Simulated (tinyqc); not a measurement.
Changing the static bulk modulus B0: quasi-harmonic thermal expansion with mode Grueneisen parameters. Computed by tinyqc, a small Python program. Command: `OMP_NUM_THREADS=1 python tinyqc.py 3024152 3024153 out.jsonl qha sweep`. One thread of a shared host (Intel(R) Xeon(R) Processor @ 2.30GHz), about 0.05 s of CPU time with the checks.

A crystal with two atoms a cell; per atom there are 1 transverse acoustic (TA), 1/2 longitudinal acoustic (LA) and 3/2 optical (O) modes. Every frequency of group i scales as nu_i (V/V0)^(-gamma_i). The acoustic groups have Debye spectra, density 3 nu^2/nu_i^3 up to nu_i (40 Gauss-Legendre points); the optical group has one frequency. Static energy: E = (9 V0 B0/16) [y^3 B' + y^2 (2 - 4 y)], y = (V0/V)^(2/3) - 1, with pressure P_s = (3 B0/2) (z^7 - z^5) [1 + (3/4)(B' - 4)(z^2 - 1)], z = (V0/V)^(1/3).

Inputs (values chosen for the exercise, modelled on gallium nitride):
```
quantity,value,unit
static volume V0,11.4,angstrom^3/atom
static B',4.38,-
frequency nu_TA,5.72,THz
frequency nu_LA,9.41,THz
frequency nu_O,19.4,THz
Grueneisen parameter gamma_TA,-0.091,-
Grueneisen parameter gamma_LA,0.9,-
Grueneisen parameter gamma_O,1.3,-
temperature T,80,K
step factor f,1.2,-
```

Acoustic groups: Debye.

Constants: h x 1 THz = 4.135667696 meV; k_B = 8.617333262e-05 eV/K; 1 eV/angstrom^3 = 160.2176634 GPa.

Method:
- For a mode with x = h nu/(k_B T), n = 1/(exp(x) - 1): U = h nu (n + 1/2), C/k_B = x^2 n (n + 1); U_i and C_i sum these over group i with its weight per atom.
- Phonon pressure P_ph = sum_i gamma_i U_i/V.
- gamma_th = sum gamma_i C_i / sum C_i; volume expansion coefficient alpha_V = gamma_th C k_B/(B0 V0); linear coefficient alpha_V/3; first-order volume change P_ph/B0.
- Start at V0 and step V(new) = V [1 + f (P_s + P_ph)/B0]; stop when |P_s + P_ph| < 1e-8 GPa, after 60 steps, or when V leaves 0.7 to 1.3 V0.
- B_T = -V d(P_s + P_ph)/dV at fixed T (central difference, step 1e-4 V); alpha_V = sum gamma_i C_i k_B/(B_T V), all at V(T); the linear coefficient is alpha_L = alpha_V/3.
- C_P - C_V = alpha_V^2 B_T V T; the optical frequency is nu_O (V/V0)^(-gamma_O).
- At T = 0, U_i is the zero-point energy (h nu/2 a mode); solve P_s + P_ph = 0.

One run for each value:
```
static bulk modulus B0 (GPa),volume change from V0 (%),linear expansion coefficient (ppm/K),"linear expansion, Grueneisen estimate (ppm/K)",zero-point volume change (%)
80.4,1.4795,0.44259,0.41612,1.4769
107.0,1.1100,0.32754,0.31267,1.1081
143.0,0.8296,0.24224,0.23396,0.8282
191.0,0.6206,0.17979,0.17516,0.6195
254.0,0.4663,0.13433,0.13172,0.4656
339.0,0.3492,0.10015,0.09869,0.3487
452.0,0.2618,0.07484,0.07402,0.2614
603.0,0.1962,0.05594,0.05548,0.1959
```

Describe and explain the trends.

Over the rows, volume change from V0 (%) falls from 1.48 to 0.196 (exponent d ln y / d ln x about -1.0 throughout); linear expansion coefficient (ppm/K) falls from 0.443 to 0.0559 (exponent d ln y / d ln x about -1.0 throughout); linear expansion, Grueneisen estimate (ppm/K) falls from 0.416 to 0.0555 (exponent d ln y / d ln x about -1.00 throughout). The exponent of linear expansion coefficient stays between -1.05 and -1.01, near -1: alpha_L = gamma C/(3 B V). The exponent of zero-point volume change stays at -1: the shift is P_ph/B0. The same phonon pressure moves a soft crystal further. The estimate at V0 is 0.940 of the full alpha in the first row and 0.992 in the last: it is exact in the stiff limit.
